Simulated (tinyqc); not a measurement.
What moves the results: hole subbands of a hard-walled well, four-band Luttinger model. A value that a table varies takes the place of the one given here.

Hole energies are counted downwards from the unstrained band edge, c = hbar^2/2m0. After the usual block transformation one block is H = [[P + Q - Zs, R - i S], [R + i S, P - Q + Zs]] in (heavy, light), with P +/- Q = c [(g1 +/- g2) k^2 + (g1 -/+ 2 g2) kz^2], R = sqrt(3) c gR k^2, S = 2 sqrt(3) c g3 k kz, kz = -i d/dz; axial approximation gR = (g2 + g3)/2. Zs = b (e_par - e_perp) is the shear part of the strain (the hydrostatic part shifts all levels alike and is left out). Basis sqrt(2/L) sin(n pi z/L), n = 1 to N, for each component: kz^2 gives (n pi/L)^2 and the heavy-light block is R delta_nm - 2 sqrt(3) c g3 k D_nm with D_nm = 4 n m/(L (n^2 - m^2)) for n + m odd, 0 otherwise. The other block has the same levels. The split-off band is left out.

Constants: hbar^2/2m0 = 3.80998211 eV angstrom^2.

Parameters, chosen for this exercise (near those of GaAs; not measured data):

| symbol | value | unit | meaning |
|---|---|---|---|
| g1 | 6.98 |  | Luttinger gamma1 |
| g2 | 2.03 |  | gamma2 |
| g3 | 2.91 |  | gamma3 |
| L | 80 | angstrom | well width along [001] |
| k | 0.0526 | 1/angstrom | wave vector in the plane |
| Zlist | (-0.058, -0.0318, -0.0162, -0.0094, 0, 0.011, 0.0523) | eV | shear strain energies (negative: tension in the plane, for b < 0) |

## Which coupling does what

shear strain energy Zs = 0.029266 eV
N = 20, at the given k. Diagonal: R = S = 0. Along [100] and [110] gR is g2 and g3 instead of their mean.

Hole energies (meV):

| model | E1 | E2 | E3 | E4 |
|---|---|---|---|---|
| diagonal | 82.87 | 134.34 | 146.31 | 220.12 |
| R alone | 59.45 | 124.92 | 169.73 | 215.60 |
| S alone | 57.14 | 58.17 | 131.87 | 170.05 |
| axial | 34.90 | 60.91 | 129.18 | 180.44 |
| [100] | 40.06 | 61.84 | 130.04 | 177.34 |
| [110] | 29.39 | 59.40 | 128.13 | 183.84 |

The couplings move E1 by -47.96 meV: R alone by -23.41, S alone by -25.72, so S matters more at k L/pi = 1.34 (R grows as k^2 and joins equal n, S as k and joins n of opposite parity). Warping spreads E1 by 10.66 meV between [100] and [110], the hole being heavier along [110]; the axial value lies between them.

## Strain

N = 20. dE is the rise of the top subband from k = 0 to k1 = pi/(4L), m1 = c k1^2/dE (dash if dE is not positive), and the heavy weight is taken at k = pi/L.

Top subband:

| Zs (eV) | HH1 (meV) | LH1 (meV) | dE (meV) | heavy weight | m1 (m0) |
|---|---|---|---|---|---|
| -0.0580 | 75.2 | 6.9 | 0.386 | 0.137 | 0.950 |
| -0.0318 | 49.0 | 33.1 | -0.667 | 0.255 | - |
| -0.0162 | 33.4 | 48.7 | 2.304 | 0.383 | 0.159 |
| -0.0094 | 26.6 | 55.5 | 2.461 | 0.457 | 0.149 |
| 0.0000 | 17.2 | 64.9 | 2.559 | 0.574 | 0.143 |
| 0.0110 | 6.2 | 75.9 | 2.634 | 0.710 | 0.139 |
| 0.0523 | -35.1 | 117.2 | 2.802 | 0.928 | 0.131 |

HH1 and LH1 cross at Zs = -2 c g2 (pi/L)^2 = -0.0239 eV; for more negative Zs the light hole is on top. Among the rows with HH1 on top, m1 goes from 0.159 to 0.131 m0 as the splitting widens from 15 to 152 meV, against the unmixed 1/(g1 + g2) = 0.111: compression lightens the holes here. A dash marks a top subband whose hole energy at k1 lies below that at k = 0: an electron-like (negative) mass. m1 describes the neighbourhood of k = 0 only; where HH1 and LH1 lie close, the band may peak further out.

Run: tinyqc, `OMP_NUM_THREADS=1 python tinyqc.py 1282129 1282130 out.jsonl`; Intel(R) Xeon(R) Processor @ 2.30GHz, one thread, shared host; about 0.1 s of CPU time with all checks.
